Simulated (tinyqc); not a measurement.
# Thermal resistances of a two-die stack

Inverse problem. Heat leaves through the lower die only, and the system is linear. Find the resistance R1 from the lower die to the coolant, R2 between the dies, and the rise of the upper die when both are powered.

Values chosen for this exercise:
- P1 = 17 W (power of the lower die)
- P2 = 5.2 W (power of the upper die)

rises of the lower and upper die with only the lower one powered (K): [14.45, 14.45]
rises of the lower and upper die with only the upper one powered (K): [4.42, 6.864]

Solution. With only the lower die powered no heat crosses R2, so both dies rise by P1 R1; the difference in the second test is P2 R2; rises add.

R1 = 0.8500 K/W
R2 = 0.4700 K/W
rise of the upper die = 21.31 K

Computed by the program tinyqc: `OMP_NUM_THREADS=1 python tinyqc.py 2162061 2162062 out.jsonl`, one thread of a shared Intel Xeon 2.30GHz, about 0.03 s for the whole run.
